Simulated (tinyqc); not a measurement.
# Worked calculation: p-n diode, drift-diffusion by the Gummel loop with Scharfetter-Gummel fluxes

Computed by the program tinyqc: `OMP_NUM_THREADS=1 python tinyqc.py 2240091 2240092 out.jsonl`, one thread of a shared Intel Xeon 2.30GHz, about 0.2 s for the whole run. Printed values are rounded.

Abrupt junction at x = 0, p side from -Lp, n side to Ln, ohmic contacts. psi is counted from the intrinsic level; n = ni exp((psi - phin)/Vt), p = ni exp((phip - psi)/Vt). Contacts: p side psi = V - Vt ln(Na/ni), p = Na, n = ni^2/Na; n side psi = Vt ln(Nd/ni), n = Nd, p = ni^2/Nd. Constant mobilities, D = mu Vt, Boltzmann statistics, SRH recombination through a mid-gap level, U = (n p - ni^2)/(tp (n + ni) + tn (p + ni)). Current is positive from the p contact to the n contact.

Inputs (values chosen for the exercise); band and dielectric values close to those of In0.53Ga0.47As:
- T = 350 K (temperature)
- Eg = 0.75 eV (band gap)
- eps_r = 13.7 (relative permittivity)
- Nc = 2.63e17 cm^-3 (conduction-band density of states at T)
- Nv = 9.63e18 cm^-3 (valence-band density of states at T)
- Na = 2.5e16 cm^-3 (acceptor density of the p side)
- Nd = 5.2e15 cm^-3 (donor density of the n side)
- mun = 7300 cm^2/(V s) (electron mobility)
- mup = 220 cm^2/(V s) (hole mobility)
- tn = 1e-10 s (SRH lifetime of electrons)
- tp = 3e-8 s (SRH lifetime of holes)
- G = 0 cm^-3 s^-1 (uniform generation rate)
- V = 0.28 V (bias of the p contact)

Constants: q = 1.602176634e-19 C, kB = 1.380649e-23 J/K, Vt = kB T/q, eps0 = 8.8541878128e-14 F/cm where lengths are in cm. Results are converted to the units shown.

## Intrinsic density and built-in voltage

ni = sqrt(Nc Nv) exp(-Eg/(2 Vt)), Eg in volts; Vbi = Vt ln(Na Nd/ni^2).

ni = 6.33912e12 cm^-3
Vbi = 0.452095 V

## Round 1: Poisson equation

| node | x (nm) | phin at the start (V) | phip at the start (V) |
|---|---|---|---|
| 0 | -1200 | 0.28 | 0.28 |
| 1 | -793 | 0 | 0.28 |
| 2 | -501 | 0 | 0.28 |
| 3 | -293 | 0 | 0.28 |
| 4 | -144 | 0 | 0.28 |
| 5 | -38 | 0 | 0.28 |
| 6 | 38 | 0 | 0.28 |
| 7 | 204 | 0 | 0.28 |
| 8 | 568 | 0 | 0.28 |
| 9 | 1360 | 0 | 0.28 |
| 10 | 3100 | 0 | 0.28 |
| 11 | 6900 | 0 | 0 |

With phin and phip held, solve a_i (psi_(i+1) - psi_i) - a_(i-1) (psi_i - psi_(i-1)) + q w_i (p_i - n_i + C_i) = 0 for the inner nodes by Newton steps to convergence; a_i = eps0 eps_r/h_i, h_i = x_(i+1) - x_i, w_i = (h_(i-1) + h_i)/2, C = -Na or +Nd.

| node | psi (V) | n after Poisson (cm^-3) | p after Poisson (cm^-3) |
|---|---|---|---|
| 0 | 0.030273 | 1.60738e9 | 2.5e16 |
| 1 | 0.030252 | 1.72839e13 | 2.50172e16 |
| 2 | 0.030253 | 1.72841e13 | 2.50169e16 |
| 3 | 0.030279 | 1.72994e13 | 2.49947e16 |
| 4 | 0.031091 | 1.77712e13 | 2.43312e16 |
| 5 | 0.043924 | 2.71957e13 | 1.58994e16 |
| 6 | 0.136505 | 5.85616e14 | 7.38359e14 |
| 7 | 0.196715 | 4.31116e15 | 1.00297e14 |
| 8 | 0.202719 | 5.26078e15 | 8.21920e13 |
| 9 | 0.202839 | 5.28177e15 | 8.18653e13 |
| 10 | 0.202839 | 5.28183e15 | 8.18645e13 |
| 11 | 0.202368 | 5.2e15 | 7.72777e9 |

## Round 1: electron continuity

With psi and p held, F_i = (mun Vt/h_i) [n_(i+1) B(d_i) - n_i B(-d_i)], d_i = (psi_(i+1) - psi_i)/Vt, B(d) = d/(exp(d) - 1); solve F_i - F_(i-1) = w_i [(n_i p_i - ni^2)/den_i - G] for the new n, with den = tp (n + ni) + tn (p + ni) taken at the old n and p, h_i = x_(i+1) - x_i, w_i = (h_(i-1) + h_i)/2; phin = psi - Vt ln(n/ni).

| node | new n (cm^-3) | phin after round 1 (V) |
|---|---|---|
| 0 | 1.60738e9 | 0.280000 |
| 1 | 5.53347e12 | 0.034352 |
| 2 | 9.70349e12 | 0.017412 |
| 3 | 1.28624e13 | 0.008939 |
| 4 | 1.56221e13 | 0.003887 |
| 5 | 2.61064e13 | 0.001233 |
| 6 | 5.70959e14 | 0.000764 |
| 7 | 4.21249e15 | 0.000698 |
| 8 | 5.14742e15 | 0.000657 |
| 9 | 5.18188e15 | 0.000576 |
| 10 | 5.21274e15 | 0.000397 |
| 11 | 5.2e15 | 0.000000 |

## Round 1: hole continuity

With psi and the new n held, F_i = (mup Vt/h_i) [p_(i+1) B(-d_i) - p_i B(d_i)], d_i = (psi_(i+1) - psi_i)/Vt, B(d) = d/(exp(d) - 1); solve F_i - F_(i-1) = w_i [(n_i p_i - ni^2)/den_i - G] for the new p, with den = tp (n + ni) + tn (p + ni) taken at the new n and the old p, h_i = x_(i+1) - x_i, w_i = (h_(i-1) + h_i)/2; phip = psi + Vt ln(p/ni).

| node | new p (cm^-3) | phip after round 1 (V) |
|---|---|---|
| 0 | 2.5e16 | 0.280000 |
| 1 | 2.49540e16 | 0.279924 |
| 2 | 2.49158e16 | 0.279878 |
| 3 | 2.48731e16 | 0.279853 |
| 4 | 2.42023e16 | 0.279840 |
| 5 | 1.58110e16 | 0.279832 |
| 6 | 7.33649e14 | 0.279807 |
| 7 | 9.81256e13 | 0.279340 |
| 8 | 7.38101e13 | 0.276756 |
| 9 | 5.93958e13 | 0.270323 |
| 10 | 3.48739e13 | 0.254263 |
| 11 | 7.72777e9 | 0.000000 |

## Course of the Gummel loop

Stop when phin and phip change by less than 1e-8 V, or after 80 rounds. J = Jn at the p contact + Jp at the n contact + q sum w_i U_i - q G sum w_i over the inner nodes, which avoids differences of large majority fluxes: Jn = (q mun Vt/h_0)[n_1 B(d_0) - n_0 B(-d_0)], Jp = (q mup Vt/h_last)[p_(N-1) B(d_last) - p_N B(-d_last)], d_i = (psi_(i+1) - psi_i)/Vt, B(d) = d/(exp(d) - 1), w_i = (h_(i-1) + h_i)/2.

Course of the iteration:

| round | J (A/cm^2) | largest change of phin, phip (V) |
|---|---|---|
| 1 | 6.45094 | 0.0344 |
| 2 | 6.39889 | 2.33e-4 |
| 3 | 6.39885 | 1.55e-6 |
| 4 | 6.39885 | 2.31e-8 |
| 5 | 6.39885 | 1.34e-10 |

Converged in 5 rounds.

## Recombination and current

| node | converged psi (V) | converged n (cm^-3) | converged p (cm^-3) |
|---|---|---|---|
| 0 | 0.030273 | 1.60738e9 | 2.5e16 |
| 1 | 0.030190 | 5.47943e12 | 2.50054e16 |
| 2 | 0.030140 | 9.62463e12 | 2.50091e16 |
| 3 | 0.030139 | 1.27764e13 | 2.49900e16 |
| 4 | 0.030937 | 1.55348e13 | 2.43264e16 |
| 5 | 0.043807 | 2.60108e13 | 1.58728e16 |
| 6 | 0.136646 | 5.73792e14 | 7.30259e14 |
| 7 | 0.197319 | 4.29895e15 | 9.61765e13 |
| 8 | 0.203311 | 5.25070e15 | 7.23181e13 |
| 9 | 0.203274 | 5.25831e15 | 5.83882e13 |
| 10 | 0.202960 | 5.23455e15 | 3.45476e13 |
| 11 | 0.202368 | 5.2e15 | 7.72777e9 |

U_i as defined. J = Jn at the p contact + Jp at the n contact + q sum w_i U_i - q G sum w_i over the inner nodes, which avoids differences of large majority fluxes: Jn = (q mun Vt/h_0)[n_1 B(d_0) - n_0 B(-d_0)], Jp = (q mup Vt/h_last)[p_(N-1) B(d_last) - p_N B(-d_last)], d_i = (psi_(i+1) - psi_i)/Vt, B(d) = d/(exp(d) - 1), w_i = (h_(i-1) + h_i)/2.

| node | U (cm^-3 s^-1) |
|---|---|
| 0 | 0 |
| 1 | 4.79650e22 |
| 2 | 8.07471e22 |
| 3 | 1.03882e23 |
| 4 | 1.22307e23 |
| 5 | 1.61360e23 |
| 6 | 2.39722e22 |
| 7 | 3.20060e21 |
| 8 | 2.40732e21 |
| 9 | 1.94359e21 |
| 10 | 1.14991e21 |
| 11 | 0 |

Jn at the p contact = 4.75425 A/cm^2
Jp at the n contact = 0.0975820 A/cm^2
recombination = 1.54702 A/cm^2
generation = 0 A/cm^2
J = 6.39885 A/cm^2

A 500-node mesh gives J = 6.312 A/cm^2; this mesh differs from it by 0.087 A/cm^2 (1.4 %).
